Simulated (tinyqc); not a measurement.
Inside a calculation. Model: two coupled magnetic layers: synthetic antiferromagnet, spin flop, exchange bias and magnetoresistance. Computed by tinyqc, a small Python program that keeps every step. Command: `OMP_NUM_THREADS=1 python tinyqc.py 3023654 3023655 out.jsonl saf walk`. One thread of a shared host (Intel(R) Xeon(R) Processor @ 2.30GHz), about 0.4 s of CPU time with the checks. Intermediate numbers are printed to about 6 digits and carried at full precision; extremes and crossings named in words are read from the listed rows.

Moments lie in the plane at the angles p1, p2 from the field. Energy per area: E = J1 cos(p1 - p2) + J2 cos^2(p1 - p2) - B M_s (t1 cos p1 + t2 cos p2) + K (t1 sin^2 p1 + t2 sin^2 p2).

Inputs (values chosen for the exercise, for a model stack): saturation magnetisation M_s = 1380 kA/m; thickness t1 = 3.1 nm; thickness t2 = 2.6 nm; antiferromagnetic coupling J1 = 0.11 mJ/m^2; biquadratic coupling J2 = 0.006 mJ/m^2; in-plane anisotropy K = 0.98 kJ/m^3; field over the saturation field = 0.86; spin polarisation P1 = 0.59; spin polarisation P2 = 0.54; resistance-area product, parallel = 29 ohm micrometre^2; exchange-bias energy J_ex = 0.33 mJ/m^2.

Field direction: along the easy axis.

## Saturation field

The parallel state is stable while the Hessian at p1 = p2 = 0 is positive: with c = J1 + 2 J2 and u = B M_s + 2K, (u t1 - c)(u t2 - c) > c^2, so B_sat M_s = c (1/t1 + 1/t2) - 2K. B_K = 2K/M_s.

exchange field c (1/t1 + 1/t2)/M_s = 62.5202 mT

B_K = 1.42029 mT

saturation field B_sat = 61.0999 mT

applied field B = 52.5459 mT

## Limit of the antiparallel state

With p1 = 0, p2 = 180 degrees and c2 = J1 - 2 J2 the Hessian is [[c2 + t1 (2K + b), -c2], [-c2, c2 + t2 (2K - b)]], b = B M_s; its determinant vanishes at the positive root of t1 t2 b^2 - c2 (t1 - t2) b - [2K c2 (t1 + t2) + 4 K^2 t1 t2] = 0.

stability limit B_sf of the antiparallel state = 11.0456 mT

Net moment and anisotropy together hold the collinear state up to 0.18 B_sat.

## Equilibrium at the field B

The lowest minimum of E over both angles (from five starts; of two mirror images the one with p1 >= 0, and for equal layers |p1| <= |p2|).

p1 = 23.9793 degrees

p2 = -29.0167 degrees

m/m_sat along B = 0.895805

energy = -0.300779 mJ/m^2

The moments are canted, 53.0 degrees apart.

## Tunnel magnetoresistance against a free layer along B

Julliere: TMR = 2 P1 P2/(1 - P1 P2). Conductance G(theta) = G0 (1 + P1 P2 cos theta), so RA(theta) = RA_P (1 + P1 P2)/(1 + P1 P2 cos theta); theta = p2 for the layer next to the barrier.

TMR = 93.5134 %

RA, antiparallel = 56.1189 ohm micrometre^2

RA at this field = 29.9070 ohm micrometre^2

## Pinning of a single layer

A layer t1 on an antiferromagnet is shifted by B_ex = J_ex/(M_s t1).

bias field, single layer = 77.1388 mT

## Pinning of the pair

A rigid antiparallel pair has the net moment M_s (t1 - t2), so the same J_ex holds it up to J_ex/(M_s (t1 - t2)).

bias field, rigid pair = 478.261 mT

Caution: at such fields the pair is no longer rigid.

## Magnetisation curve

The formulas are those given above.

Equilibrium states:
```
B/B_sat   B (mT)  p1 (degrees)  p2 (degrees)  m/m_sat
0.02      1.2220        0.0000      -180.000  0.08772
0.06      3.6660        0.0000      -180.000  0.08772
0.12      7.3320        0.0000      -180.000  0.08772
0.20     12.2200       39.1272      -119.532  0.19706
0.30     18.3300       53.5303       -85.653  0.35784
0.45     27.4950       49.8451       -67.417  0.52588
0.60     36.6600       42.1478       -53.568  0.67411
0.80     48.8800       28.9456       -35.311  0.84814
0.95     58.0449       14.1164       -16.911  0.96385
1.10     67.2099        0.0000         0.000  1.00000
```

The collinear state is the lowest in 3 row(s), with m/m_sat = (t1 - t2)/(t1 + t2) = 0.088; then the moments are canted and close at B_sat. The largest gap between m/m_sat and B/B_sat in the canted rows is 0.076.

Checks made by the program: the energy against a grid over both angles (relative difference 2e-09).
